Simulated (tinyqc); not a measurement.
Changing the incident fluence: millisecond and nanosecond annealing: surface heating, thermal budget and solid-phase regrowth. Computed by tinyqc, a small Python program. Command: `OMP_NUM_THREADS=1 python tinyqc.py 3021422 3021423 out.jsonl flash sweep`. One thread of a shared host (Intel(R) Xeon(R) Processor @ 2.30GHz), about 0.04 s of CPU time with the checks.

A square pulse heats the surface of a thick wafer with constant thermal properties; losses by radiation are neglected and silicon melts at 1414 C.

Inputs (values chosen for the exercise, modelled on hot silicon with phosphorus): pulse length t_p = 0.0012 s; reflectance R = 0.52; thermal conductivity k = 0.31 W/(cm K); heat capacity per volume c = 2.1 J/(cm^3 K); preheat temperature T0 = 400 C; dopant prefactor D0 = 5.33 cm^2/s; dopant activation energy E = 3.68 eV; regrowth prefactor v0 = 5.6e+08 cm/s; regrowth energy E_v = 2.72 eV.

Source: flash lamp.

Constants: k_B = 8.617333262e-05 eV/K.

Method:
- Absorbed flux q = (1 - R) fluence/t_p; kappa = k/c. With f(z, t) = (2 q/k) sqrt(kappa t) ierfc(z/(2 sqrt(kappa t))), ierfc(x) = exp(-x^2)/sqrt(pi) - x erfc(x): T = T0 + f(z, t) during the pulse and T0 + f(z, t) - f(z, t - t_p) after it.
- At the surface the rise at the end of the pulse is 2 q sqrt(t_p/(pi k c)); the fluence that just melts the surface scales with (1414 - T0).
- Temperatures in kelvin are T(C) + 273.15.
- Integrate exp(-E/(k_B T(t))) at the surface from 0 to 10 t_p (Gauss-Legendre, 60 points in sqrt(t) up to t_p and 60 in sqrt(t - t_p) after it). (Dt) = D0 x integral with E; regrowth = v0 x integral with E_v; effective time = integral/exp(-E/(k_B T_peak)).

One run for each value; columns: (1) incident fluence (J/cm^2); (2) peak temperature (C); (3) diffusion length 2 sqrt(Dt) (nm); (4) possible regrowth (nm); (5) effective time over t_p:
```
(1)      (2)      (3)         (4)      (5)
20.8   803.1  0.00140  2.1658e-01  0.13025
23.1   847.6  0.00303  6.7562e-01  0.12683
25.3   890.3  0.00604  1.8581e+00  0.12446
27.6   934.8  0.01180  4.9780e+00  0.12270
29.8   977.5  0.02145  1.2004e+01  0.12154
32.1  1022.0  0.03848  2.8398e+01  0.12076
34.4  1066.6  0.06647  6.3601e+01  0.12033
36.6  1109.2  0.10860  1.3127e+02  0.12018
38.9  1153.8  0.17599  2.6782e+02  0.12025
```

Over the rows, peak temperature (C) rises from 803 to 1150 (exponent d ln y / d ln x 0.52 between the first rows and 0.65 between the last); diffusion length 2 sqrt(Dt) (nm) rises from 0.00140 to 0.176 (exponent d ln y / d ln x 7.4 between the first rows and 7.9 between the last); possible regrowth (nm) rises from 0.217 to 268 (exponent d ln y / d ln x 11 between the first rows and 12 between the last). Regrowth rises by a factor 1240 and (Dt) by 15900: the process with the higher activation energy gains more from a hotter peak.

Caution (all rows): equilibrium diffusivities are used; implant damage enhances diffusion, and k and c vary with temperature. Caution (all rows): a diffusion length below the atomic spacing of 0.235 nm means about one jump per atom or fewer, so the profile does not change measurably. Caution (rows 38.9): the peak lies above 1150 C, and amorphous silicon melts some 200 to 250 K below the crystal, so a layer that has not regrown before the peak may melt instead.

Extremes, crossings and ranges named in words are read from the listed rows.
